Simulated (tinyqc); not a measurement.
# Hexagonal on-chip spiral inductor, lumped pi model: two studies

Outer diameter do = di + 2 n wd + 2 (n - 1) sp, mean da = (do + di)/2, fill p = (do - di)/(do + di), length l = 3.464 n da. L = 2.33 mu0 n^2 da/(1 + 3.82 p), mu0 = 4 pi 1e-7 H/m. Rs = rho l/(wd delta (1 - exp(-th/delta))), delta = sqrt(rho/(pi f mu0)). Cs = n wd^2 eps0 eo/hu across the coil. At each end Cox = l wd eps0 eo/(2 ho) leads to the substrate branch Rsi = 2 rs he/(l wd) in parallel with Csi = l wd eps0 11.7/(2 he). With one end grounded Y = 1/(Rs + i w L) + i w Cs + 1/[1/(i w Cox) + 1/(1/Rsi + i w Csi)], w = 2 pi f; Q = -Im Y/Re Y. Eddy currents in neighbouring turns and in the substrate are left out.

Parameters, values chosen for the exercise; values of the order met in silicon radio-frequency processes: number of turns n = 2.5; line width wd = 15 um; space between turns sp = 1.5 um; inner diameter di = 80 um; metal thickness th = 3 um; metal resistivity rho = 3 uohm cm; oxide below the coil ho = 4.9 um; oxide between coil and underpass hu = 0.6 um; relative permittivity of the oxide eo = 3.9; substrate resistivity rs = 10 ohm cm; effective spreading depth in the substrate he = 80 um; frequency f = 1.6 GHz.

Constants: eps0 = 8.8541878128e-12 F/m. Results are converted to the units shown.

Each table varies one quantity; the others keep the values above.

## Quality factor against frequency

Apparent inductance Im(1/Y)/w; share of the loss Re(substrate branch)/Re Y.

Quality factor against frequency:
```
f (GHz)  Rs (ohm)  w L/Rs       Q  apparent inductance (nH)  loss in the substrate (%)
0.42      0.96358  2.6462  2.6440                   0.96666                   0.016092
0.69       1.0503  3.9883  3.9781                   0.96749                   0.095079
1.1        1.1594  5.7599  5.7107                   0.96937                    0.47998
1.8        1.3147  8.3116  8.0515                   0.97391                     2.2676
3          1.5365  11.854  10.630                   0.98458                     8.4617
4.9        1.8300  16.255  12.192                    1.0096                     21.401
8          2.2308  21.771  11.576                    1.0790                     40.305
13         2.7675  28.518  8.2447                    1.3125                     60.200
21         3.4716  36.724  2.6336                    2.7995                     76.244
```

What does the comparison show?

Q goes from 2.64 through a maximum of 12.2 (at f = 4.9 GHz among the rows listed) to 2.63; the exact peak is 12.3 at 5.61 GHz and Q reaches zero at the self-resonance, 25.2 GHz. The share of the substrate rises from 0.0161 to 76.2 %, and the apparent inductance ends at 2.90 times L. At the peak the substrate takes 26.2 % of the loss.

## Effect of the oxide below the coil

Same model as above.

Peak Q and its frequency from a search over f; self-resonance where Im Y = 0; Q at the given f (negative beyond resonance).

The same in every row: L (nH) = 0.9662; do (um) = 159.5.

Effect of the oxide below the coil:
```
ho (um)  peak Q  f of the peak (GHz)  self-resonance (GHz)  Q at f
1         10.88                5.169                 24.91   7.143
2         11.21                5.283                 24.98   7.251
3         11.57                5.388                 25.06   7.345
5         12.32                5.619                 25.20   7.458
7         13.04                5.892                 25.33   7.512
10        14.00                6.341                 25.53   7.550
15        15.30                7.080                 25.81   7.575
```

As ho goes from 1 to 15, L stays at 0.966 nH, the peak Q rises from 10.9 to 15.3, its frequency rises from 5.17 to 7.08 GHz and the self-resonance rises from 24.9 to 25.8 GHz.

tinyqc, about 0.01 s, one thread, Intel Xeon 2.30GHz (shared host): `OMP_NUM_THREADS=1 python tinyqc.py 2302098 2302099 out.jsonl`
